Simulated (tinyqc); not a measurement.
Admittance spectroscopy and thermally stimulated current of one trap level in a depletion layer. Changing the band bending V_b. Computed by tinyqc, a small Python program. Command: `OMP_NUM_THREADS=1 python tinyqc.py 3111617 3111618 out.jsonl admit sweep`. One thread of a shared host (Intel(R) Xeon(R) Processor @ 2.30GHz), about 0.01 s of CPU time with the checks.

A Schottky junction on n-type material holds one donor-like electron trap; shallow donors are fully ionised and abrupt depletion edges are assumed.

Inputs (values chosen for the exercise, modelled on n-type silicon):
```
quantity,value,unit
dielectric constant eps,11.6,-
density-of-states mass m,1.08,m_0
shallow doping N,7.1e+16,1/cm^3
trap density N_t,4.3e+15,1/cm^3
trap depth E_t below the band,0.297,eV
capture cross section sigma,1.1e-17,cm^2
test frequency f,200000,Hz
```

Constants: k_B = 1.380649e-23 J/K; m_0 = 9.1093837015e-31 kg; h = 6.62607015e-34 J s; k_B = 8.617333262e-05 eV/K; eps_0 = 8.8541878128e-12 F/m; e = 1.602176634e-19 C.

Method:
- N_c = 2 (2 pi m k_B T/h^2)^(3/2), v_th = sqrt(3 k_B T/m), emission rate e_n = sigma v_th N_c exp(-E_t/(k_B T)).
- Where the level crosses the Fermi level capture equals emission, so the trap follows the signal with the rate 2 e_n; G/omega peaks at omega = 2 e_n (the correction for large N_t/N is left out).
- Solve 2 e_n(T_p) = 2 pi f.
- With E_c - E_F = k_B T_p ln(N_c/N): lambda = sqrt(2 eps eps_0 (E_t - (E_c - E_F))/(e^2 N)); traps are empty and charged for x < x_t = w - lambda, and V_b = e (N w^2 + N_t x_t^2)/(2 eps eps_0). High frequency: C_hf = eps eps_0/w. Low frequency: C_lf = eps eps_0 (N + N_t)/(N w + N_t x_t).

One run for each value:
```
band bending V_b (V),step (C_lf - C_hf)/C_hf,C_hf (nF/cm^2),crossing point x_t (nm),depletion width w (nm)
0.76,0.02031,88.79,75.4,115.7
1.50,0.01443,63.46,121.5,161.8
2.20,0.01191,52.50,155.3,195.6
3.00,0.01019,45.02,187.8,228.1
3.70,0.00918,40.58,212.8,253.1
4.50,0.00832,36.82,238.6,278.9
5.20,0.00774,34.27,259.4,299.7
6.00,0.00721,31.92,281.5,321.8
```

Describe and explain the trends.

Over the rows, step (C_lf - C_hf)/C_hf falls from 0.0203 to 0.00721 (exponent d ln y / d ln x about -0.50 throughout); C_hf (nF/cm^2) falls from 88.8 to 31.9 (exponent d ln y / d ln x about -0.50 throughout); crossing point x_t (nm) rises from 75.4 to 281 (exponent d ln y / d ln x 0.70 between the first rows and 0.57 between the last). The exponent of C_hf stays between -0.50 and -0.49, near -0.50: w grows as sqrt(V_b). Lambda does not depend on the bias, so the step falls as w grows.

Extremes, crossings and ranges named in words are read from the listed rows.
